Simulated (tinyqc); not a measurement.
The same layer on three faces: model-solid line-up of a strained alloy layer on a substrate.

All values of the alloy are linear in x but the gap, Eg(x) = (1 - x) Eg_A + x Eg_B - C x (1 - x), and the valence edge, Ev(x) = (1 - x) Ev_A + x Ev_B + fv C x (1 - x); Ec = Ev + Eg. Ev is the top of the unstrained valence band on a scale common to all materials. In the layer only the Gamma valley of the conduction band is followed, also where an X or L valley would lie lower.

Coherent growth: e_par = (a_s - a)/a. (001): e_perp = -2 (C12/C11) e_par; exx = eyy = e_par, ezz = e_perp, no shear. (111): e_perp = -(2 C11 + 4 C12 - 4 C44)/(C11 + 2 C12 + 4 C44) e_par; exx = eyy = ezz = (2 e_par + e_perp)/3 and exy = eyz = ezx = (e_perp - e_par)/3. (110): e_perp = -(C11 + 3 C12 - 2 C44)/(C11 + C12 + 2 C44) e_par; exx = eyy = (e_par + e_perp)/2, ezz = e_par, exy = (e_perp - e_par)/2, eyz = ezx = 0.

Strained edges: Ec + ac tr(e); the valence edges are Ev plus the levels of the 6 x 6 matrix of X, Y, Z times spin with -Dso/3 + l exx + m (eyy + ezz) on the diagonal (cyclic), n exy off it, l = av + 2 b, m = av - b, n = sqrt(3) d. Spin-orbit term (Dso/3) L.sigma on X, Y, Z with (L_k)_ij = -i epsilon_kij: <X+|H|Y+> = -i Dso/3, <X+|H|Z-> = Dso/3, <Y+|H|Z-> = -i Dso/3, <Z+|H|X-> = -Dso/3, <Z+|H|Y-> = i Dso/3, <X-|H|Y-> = i Dso/3, and their conjugates; + and - are the spin along z.

Parameters, chosen for this exercise (A near AlAs, B near GaAs, substrate near Ge; not measured data):

| symbol | value | unit | meaning |
|---|---|---|---|
| a | (5.668, 5.653) | angstrom | lattice constant of A, B |
| Eg | (3.069, 1.52) | eV | gap at Gamma to the s-like level of A, B |
| Dso | (0.281, 0.342) | eV | spin-orbit splitting of A, B |
| Ev | (-1.34, -0.79) | eV | top of the unstrained valence band of A, B |
| ac | (-5.62, -7.08) | eV | conduction deformation potential of A, B |
| av | (2.47, 1.15) | eV | valence hydrostatic potential of A, B |
| b | (-2.27, -2) | eV | tetragonal shear potential of A, B |
| d | (-3.38, -4.74) | eV | trigonal shear potential of A, B |
| C11 | (123.7, 123.4) | GPa | of A, B |
| C12 | (52.7, 56) | GPa | of A, B |
| C44 | (54.9, 59.9) | GPa | of A, B |
| C | 0.334 | eV | bowing of the gap |
| fv | 0.3 |  | share of the bowing taken by the valence edge |
| a_s | 5.651 | angstrom | substrate |
| x | 0.72 |  | fraction of B |

Composition and substrate are kept.

Results:

| face | e_perp (%) | tr(e) (%) | shift of Ec (meV) | shift of Ev (meV) | valence splitting (meV) | gap (eV) |
|---|---|---|---|---|---|---|
| (001) | 0.098 | -0.121 | 8.1 | 2.5 | 8.5 | 1.8920 |
| (111) | 0.055 | -0.165 | 11.0 | 1.6 | 8.2 | 1.8957 |
| (110) | 0.064 | -0.156 | 10.4 | 1.8 | 8.3 | 1.8949 |

The layer yields most along the normal on (001) and least on (111), so the volume change, and with it the shift of Ec, is largest on (111). The valence splitting, set by b on (001), by d on (111) and by both on (110), is largest on (001). The gaps span 4 meV, from (001) to (111).

Computed by tinyqc, a small Python program: `OMP_NUM_THREADS=1 python tinyqc.py 1080669 1080670 out.jsonl` (the numbers bound the seed that draws the inputs); one thread of a shared host (Intel(R) Xeon(R) Processor @ 2.30GHz), about 0.01 s for the whole set of steps.
